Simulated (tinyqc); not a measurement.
Changing the wafer radius R: thermal and gravitational stress in a wafer during furnace and rapid thermal processing, and the onset of slip. Computed by tinyqc, a small Python program. Command: `OMP_NUM_THREADS=1 python tinyqc.py 3030695 3030696 out.jsonl slip sweep`. One thread of a shared host (Intel(R) Xeon(R) Processor @ 2.30GHz), about 0.01 s of CPU time with the checks.

A thin free disc in plane stress, isotropic; T(r) = T_centre + dT (r/R)^n with n = 2. Stress is positive in tension; sigma_SB = 5.670374419e-8 W/(m^2 K^4), g = 9.80665 m/s^2.

Inputs (values chosen for the exercise, modelled on silicon):

| quantity | value | unit |
|---|---|---|
| thickness t | 725 | micrometre |
| Young's modulus E | 142 | GPa |
| Poisson ratio nu | 0.22 | - |
| expansion alpha | 4.47 | 1e-6/K |
| temperature T | 1175 | K |
| prefactor A of the critical stress | 0.00037 | MPa |
| energy U of the critical stress | 1.08 | eV |
| density rho | 2330 | kg/m^3 |
| heat capacity c | 936 | J/(kg K) |
| conductivity k | 24 | W/(m K) |
| wafer spacing s | 9 | mm |
| ramp rate | 1.1 | K/min |
| radius of the support ring over R | 0.85 | - |

Constants: k_B = 8.617333262e-05 eV/K.

Method:
- Critical resolved stress tau_c = A exp(U/(k_B T)), a form chosen for the exercise; slip when 0.492799 |s_tt(R)| > tau_c; allowed |dT| = tau_c (n + 2)/(0.492799 n alpha E).
- In a stack heated from the rim, heat flows inward by conduction and by radiation between wafers: k_eff = k + (16/3) sigma_SB T^3 s^2/t (a diffusion estimate with the spacing as path length). A steady ramp gives the parabolic lag dT = rho c (ramp) R^2/(4 k_eff); the allowed ramp uses n = 2.
- Own weight q = rho g t on a ring of radius b R, x = r/R: moments of an edge-supported plate, M_r = q R^2 (3 + nu)(1 - x^2)/16 and M_t = q R^2 [(3 + nu) - (1 + 3 nu) x^2]/16, less the uniform moment inside the ring load, q R^2 [(1 - nu)(1 - b^2) - 2 (1 + nu) ln b]/8; stress at the lower face = 6 M/t^2.

One run for each value:

| wafer radius R (mm) | allowed ramp rate (K/min) | lag of the centre (K) | stress at the centre (MPa) |
|---|---|---|---|
| 50.0 | 351.97 | 0.3171 | 0.0589 |
| 62.5 | 225.26 | 0.4954 | 0.0921 |
| 75.0 | 156.43 | 0.7134 | 0.1326 |
| 100.0 | 87.99 | 1.2683 | 0.2357 |
| 150.0 | 39.11 | 2.8537 | 0.5302 |
| 225.0 | 17.38 | 6.4208 | 1.1931 |

Over the rows, allowed ramp rate (K/min) falls from 352 to 17.4 (exponent d ln y / d ln x about -2.0 throughout); lag of the centre (K) rises from 0.317 to 6.42 (exponent d ln y / d ln x about 2.0 throughout); stress at the centre (MPa) rises from 0.0589 to 1.19. The exponent of allowed ramp rate stays at -2: diffusion over the radius. The exponent of lag of the centre stays at 2: diffusion over the radius. The thickness is held fixed; lag and sag stress both grow as R^2, which is why larger wafers are thicker and ramped more slowly or heated singly.
